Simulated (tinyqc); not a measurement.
Inside a calculation. Method: inverse iteration on a symmetric matrix. Computed by tinyqc, a small Python program that keeps every step. Settings: method = inverse, shift = 0.33. Command: `OMP_NUM_THREADS=1 python tinyqc.py 25833 25834 out.jsonl` (the two numbers bound the seeds that draw the settings). One thread of a shared host (Intel(R) Xeon(R) Processor @ 2.60GHz), about 0.01 s of CPU time with the checks.

## Step 1

A, lower triangle:
```
           1          2          3         4
1   0.242000
2   0.711000   0.810000
3   0.936000  -0.439000   1.673000
4  -0.739000   0.534000  -0.486000  2.220000
```

vector v at the start: 0.500000  0.500000  0.500000  0.500000

shift = 0.330000

solve (A - shift) w = v; v' = w/|w| with its largest component positive (the first on a tie); lambda = v'^T A v'.

vector after step 1: 0.399780  0.630833  0.515390  0.420236

Rayleigh quotient after step 1 = 1.480630

## Step 2

As before.

vector after step 2: 0.554183  0.608199  0.400142  0.403561

Rayleigh quotient after step 2 = 1.458729

## Step 3

As before.

vector after step 3: 0.454466  0.752098  0.371344  0.299855

Rayleigh quotient after step 3 = 1.426433

## Course of the iteration

Stop when the residual |A v - lambda v| is below 1e-9.

Steps:
```
step      lambda  residual
1     1.48062972  2.14e-01
2     1.45872942  2.23e-01
3     1.42643343  2.29e-01
4     1.38416788  2.27e-01
5     1.33722532  2.13e-01
6     1.29388926  1.88e-01
7     1.26027237  1.56e-01
8     1.23757406  1.24e-01
9     1.22365851  9.51e-02
10    1.21563055  7.20e-02
11    1.21116245  5.39e-02
12    1.20872597  4.02e-02
13    1.20741249  2.99e-02
14    1.20670897  2.22e-02
15    1.20633355  1.65e-02
16    1.20613367  1.22e-02
17    1.20602740  9.08e-03
18    1.20597098  6.74e-03
19    1.20594104  5.01e-03
20    1.20592517  3.72e-03
21    1.20591676  2.77e-03
22    1.20591232  2.06e-03
23    1.20590996  1.53e-03
24    1.20590872  1.14e-03
25    1.20590807  8.52e-04
26    1.20590772  6.35e-04
27    1.20590754  4.74e-04
28    1.20590745  3.54e-04
29    1.20590740  2.64e-04
30    1.20590737  1.97e-04
```

all eigenvalues, for comparison: -0.829586  1.205907  1.527116  3.041563

Not converged in 30 steps: the residual falls only by the ratio of the two smallest distances of eigenvalues from the shift, 0.76 a step.
